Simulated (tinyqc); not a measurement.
Empirical pseudopotential in a few plane waves, step by step. One step of it, computed by the program tinyqc.

Task: Bloch Hamiltonian at k. Basis: the 15 shortest G (labels in 2 pi/a), the same at every k. H(G,G') = c |k + G|^2 delta + VS(|G-G'|^2) cos((G-G').tau) + i VA sin((G-G').tau), tau = a/8 (1,1,1); 1 Ry = 13.605693 eV.

Parameters chosen for this model: fcc lattice, atoms at +/- a/8 (1,1,1); form factors in rydberg at |G|^2 in units of (2 pi/a)^2:
```
parameter,value,unit
a,5.610000,angstrom
VS(3),-0.217000,Ry
VS(8),0.027000,Ry
VS(11),0.078000,Ry
VA(3),0.066000,Ry
VA(4),0.098000,Ry
VA(11),0.003000,Ry
hbar^2/2m (2 pi/a)^2,4.779219,eV
```

k point k (2 pi / a): 0.480000  -0.180000  -0.300000

Give: H(k) at k.

Result:

H(k) at k (eV):
```
,+0+0+0,-1-1-1,-1-1+1,-1+1-1,-1+1+1,+1-1-1,+1-1+1,+1+1-1,+1+1+1,-2+0+0,+0-2+0,+0+0-2,+0+0+2,+0+2+0,+2+0+0
+0+0+0,1.6861,2.0877+0.6350i,-2.0877+0.6350i,-2.0877+0.6350i,-2.0877-0.6350i,-2.0877+0.6350i,-2.0877-0.6350i,-2.0877-0.6350i,2.0877-0.6350i,0.0000+1.3334i,0.0000+1.3334i,0.0000+1.3334i,0.0000-1.3334i,0.0000-1.3334i,0.0000-1.3334i
-1-1-1,2.0877-0.6350i,16.0238,0.0000-1.3334i,0.0000-1.3334i,-0.3674,0.0000-1.3334i,-0.3674,-0.3674,0.0000,-2.0877-0.6350i,-2.0877-0.6350i,-2.0877-0.6350i,-0.7504+0.0289i,-0.7504+0.0289i,-0.7504+0.0289i
-1-1+1,-2.0877-0.6350i,0.0000+1.3334i,10.2887,0.3674,0.0000-1.3334i,0.3674,0.0000-1.3334i,0.0000,-0.3674,-2.0877+0.6350i,-2.0877+0.6350i,0.7504+0.0289i,2.0877-0.6350i,-0.7504-0.0289i,-0.7504-0.0289i
-1+1-1,-2.0877-0.6350i,0.0000+1.3334i,0.3674,12.5827,0.0000-1.3334i,0.3674,0.0000,0.0000-1.3334i,-0.3674,-2.0877+0.6350i,0.7504+0.0289i,-2.0877+0.6350i,-0.7504-0.0289i,2.0877-0.6350i,-0.7504-0.0289i
-1+1+1,-2.0877+0.6350i,-0.3674,0.0000+1.3334i,0.0000+1.3334i,6.8477,0.0000,0.3674,0.3674,0.0000-1.3334i,2.0877+0.6350i,-0.7504+0.0289i,-0.7504+0.0289i,-2.0877-0.6350i,-2.0877-0.6350i,0.7504-0.0289i
+1-1-1,-2.0877-0.6350i,0.0000+1.3334i,0.3674,0.3674,0.0000,25.1999,0.0000-1.3334i,0.0000-1.3334i,-0.3674,0.7504+0.0289i,-2.0877+0.6350i,-2.0877+0.6350i,-0.7504-0.0289i,-0.7504-0.0289i,2.0877-0.6350i
+1-1+1,-2.0877+0.6350i,-0.3674,0.0000+1.3334i,0.0000,0.3674,0.0000+1.3334i,19.4648,0.3674,0.0000-1.3334i,-0.7504+0.0289i,2.0877+0.6350i,-0.7504+0.0289i,-2.0877-0.6350i,0.7504-0.0289i,-2.0877-0.6350i
+1+1-1,-2.0877+0.6350i,-0.3674,0.0000,0.0000+1.3334i,0.3674,0.0000+1.3334i,0.3674,21.7588,0.0000-1.3334i,-0.7504+0.0289i,-0.7504+0.0289i,2.0877+0.6350i,0.7504-0.0289i,-2.0877-0.6350i,-2.0877-0.6350i
+1+1+1,2.0877+0.6350i,0.0000,-0.3674,-0.3674,0.0000+1.3334i,-0.3674,0.0000+1.3334i,0.0000+1.3334i,16.0238,-0.7504-0.0289i,-0.7504-0.0289i,-0.7504-0.0289i,-2.0877+0.6350i,-2.0877+0.6350i,-2.0877+0.6350i
-2+0+0,0.0000-1.3334i,-2.0877+0.6350i,-2.0877-0.6350i,-2.0877-0.6350i,2.0877-0.6350i,0.7504-0.0289i,-0.7504-0.0289i,-0.7504-0.0289i,-0.7504+0.0289i,11.6269,0.3674,0.3674,-0.3674,-0.3674,0.0000
+0-2+0,0.0000-1.3334i,-2.0877+0.6350i,-2.0877-0.6350i,0.7504-0.0289i,-0.7504-0.0289i,-2.0877-0.6350i,2.0877-0.6350i,-0.7504-0.0289i,-0.7504+0.0289i,0.3674,24.2440,0.3674,-0.3674,0.0000,-0.3674
+0+0-2,0.0000-1.3334i,-2.0877+0.6350i,0.7504-0.0289i,-2.0877-0.6350i,-0.7504-0.0289i,-2.0877-0.6350i,-0.7504-0.0289i,2.0877-0.6350i,-0.7504+0.0289i,0.3674,0.3674,26.5380,0.0000,-0.3674,-0.3674
+0+0+2,0.0000+1.3334i,-0.7504-0.0289i,2.0877+0.6350i,-0.7504+0.0289i,-2.0877+0.6350i,-0.7504+0.0289i,-2.0877+0.6350i,0.7504+0.0289i,-2.0877-0.6350i,-0.3674,-0.3674,0.0000,15.0679,0.3674,0.3674
+0+2+0,0.0000+1.3334i,-0.7504-0.0289i,-0.7504+0.0289i,2.0877+0.6350i,-2.0877+0.6350i,-0.7504+0.0289i,0.7504+0.0289i,-2.0877+0.6350i,-2.0877-0.6350i,-0.3674,0.0000,-0.3674,0.3674,17.3619,0.3674
+2+0+0,0.0000+1.3334i,-0.7504-0.0289i,-0.7504+0.0289i,-0.7504+0.0289i,0.7504+0.0289i,2.0877+0.6350i,-2.0877+0.6350i,-2.0877+0.6350i,-2.0877-0.6350i,0.0000,-0.3674,-0.3674,0.3674,0.3674,29.9791
```
